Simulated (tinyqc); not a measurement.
Transfer-length model of a contact: two steps of the calculation.

A metal contact of length d and width W on a thin layer of the same width. The metal has no resistance, the sheet resistance under it equals Rsh, and current enters the layer at the front edge x = 0.

Inputs (values chosen for the exercise): contact length d = 0.04 um; contact width W = 6.5 um.

Question 1. Straight-line fit. Pairs of such contacts at gaps L have R_T = Rsh L/W + 2 Rc. The values of R_T were made from Rsh and rc with a random scatter of 1 % and are treated as data. Least squares: slope = sum (L - mean L)(R_T - mean R_T)/sum (L - mean L)^2, intercept = mean R_T - slope mean L. Rsh = slope W, Rc = intercept/2, and A = Rc/slope is half the distance from the origin to the zero of the line.

```
gap  L (um)  R_T (ohm)
1      0.19     5.2425
2      0.31     6.4295
3      0.51     9.0192
4      0.82     12.277
```

Find: slope; intercept; Rsh; Rc; A.

Answer 1.

slope = 11.31 ohm/um
intercept = 3.067 ohm
Rsh = 73.53 ohm/sq
Rc = 1.533 ohm
A = 0.1356 um

Question 2. Transfer length. A = Lt coth(d/Lt) is solved for Lt, starting from Lt = A. Newton step for Lt - A tanh(d/Lt) = 0: Lt(new) = Lt - [Lt - A tanh(d/Lt)]/[1 + A d/(Lt cosh(d/Lt))^2].

A = 0.13555514 um
Lt after iteration 1 = 0.059479985 um

Wanted: Lt after iteration 2.

Answer 2.

Lt after iteration 2 = 0.069474 um

Program tinyqc, `OMP_NUM_THREADS=1 python tinyqc.py 2760047 2760048 out.jsonl`; Intel Xeon 2.30GHz, shared host, one thread, about 0.01 s.
